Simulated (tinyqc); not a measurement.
Trench capacitor in an array: capacitance, non-linearity, leakage and relaxation: one step of the calculation.

A film between two metal electrodes, each interface adding a series capacitance ci. The small-signal permittivity is ek (1 + aq E^2); the field is found with the linear permittivity. Leakage J = J0 sinh(E/Ef). After a voltage step the film passes a relaxation current kr C V tt^(-nr), tt being the time in seconds. The sidewall is a coaxial capacitor with radii a = dm/2 - t and b = dm/2, depth AR dm; the end face is left out.

Question. Cell capacitance, fields and time constant. Per length 1/c = ln(b/a)/(2 pi eps0 ek) + (1/a + 1/b)/(2 pi ci); cell capacitance c AR dm; per footprint over pt^2; fields c V/(2 pi eps0 ek r) at r = a and b; resistance of the inner electrode rho AR dm/(pi a^2); time constant R C/3 of the distributed line.

Values chosen for this exercise; permittivity of the order of that of hafnium oxide:
```
symbol  value     unit                                                             meaning
ek       21.5                                            relative permittivity of the film
t          13       nm                                                      film thickness
ci        180  uF/cm^2  capacitance of each electrode interface (dead layer and screening)
V         1.4        V                                                                bias
dm         59       nm                                                diameter of the hole
AR         70                                            aspect ratio, depth over diameter
pt        120       nm                                           pitch of the square array
rho       820  uohm cm                                  resistivity of the inner electrode
```

Constants: eps0 = 8.8541878128e-14 F/cm where lengths are in cm. Results are converted to the units shown.

Give: a; b; cell capacitance; capacitance per footprint; field at a; field at b; R; R C/3.

Answer.

a = 16.50 nm
b = 29.50 nm
cell capacitance = 8.358 fF
capacitance per footprint = 58.04 uF/cm^2
field at a = 1.436 MV/cm
field at b = 0.8030 MV/cm
R = 39.60 kohm
R C/3 = 110.3 ps

The array gives 40.3 times the planar capacitance per footprint; curvature makes the field at the inner electrode 1.35 times the planar value.

Numbers from tinyqc (`OMP_NUM_THREADS=1 python tinyqc.py 2102096 2102097 out.jsonl`; about 0.01 s on one thread of a shared Intel Xeon 2.30GHz).
